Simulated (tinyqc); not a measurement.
Ways to converge the cycle: SCF convergence aids in the sto-3g basis, for H4, spin multiplicity 3. Computed by the program tinyqc with PySCF. UHF with one setting changed at a time; a run stops when the energy changes by less than 1e-09 hartree and the error matrix is below 1e-5. The start is random orbitals. Damping d keeps d of the old density; a shift (hartree) raises the virtual levels; DIIS n extrapolates F over n matrices.

Geometry (angstrom):
```
atom       x       y       z
H     0.0000  0.0000  0.0000
H     0.0000  0.0000  1.2890
H     0.0000  2.1600  0.0000
H     0.0000  2.1600  1.2890
```

lowest solution found by these runs and by PySCF with stability checks = -1.837693 hartree

Largest element of the error matrix X^T (FDS - SDF) X:
```
iteration    plain  damping 0.3  damping 0.6  shift 0.4   DIIS 3   DIIS 8
1          1.6e-01      1.6e-01      1.6e-01    1.6e-01  1.6e-01  1.6e-01
2          1.6e-01      5.7e-02      9.0e-02    1.3e-01  1.6e-01  1.6e-01
3          5.6e-02      6.5e-02      5.6e-02    1.1e-01  9.5e-02  9.5e-02
4          3.3e-02      5.1e-02      4.9e-02    9.2e-02  2.9e-02  2.9e-02
5          1.7e-02      3.4e-02      4.6e-02    6.8e-02  1.0e-02  1.0e-02
6          8.3e-03      2.1e-02      4.0e-02    4.4e-02  8.6e-03  8.3e-03
8          7.8e-03      8.3e-03      3.0e-02    1.6e-02  3.1e-03  2.9e-03
10         6.4e-03      7.6e-03      1.9e-02    5.3e-03  2.8e-04  1.8e-04
14         3.5e-03      5.6e-03      8.0e-03    6.8e-04        -        -
20         1.1e-03      3.0e-03      6.4e-03    3.6e-05        -        -
30         1.4e-04      7.9e-04      3.7e-03    3.8e-05        -        -
45               -      9.2e-05      1.3e-03    1.2e-04        -        -
60               -      1.0e-05      4.1e-04    3.5e-04        -        -
```

How each run ends:
```
run          iterations  E (hartree)                                                        state
plain                43    -1.837693                                                 lowest found
damping 0.3         >60    -1.837693  falls steadily but slowly, by a factor of about 0.86 a step
damping 0.6         >60    -1.837690  falls steadily but slowly, by a factor of about 0.92 a step
shift 0.4           >60    -1.829315                                      wanders without falling
DIIS 3               12    -1.837693                                                 lowest found
DIIS 8               13    -1.837693                                                 lowest found
```

What does the comparison show, and why?

3 of 6 runs reach the lowest solution found, in 12 to 43 iterations (fastest: DIIS 3). Not converged: damping 0.3, damping 0.6, shift 0.4. Plain steps already contract here, so damping only slows them. DIIS 3 and DIIS 8 gain by cancelling the error over several earlier matrices, much as a quasi-Newton step does.
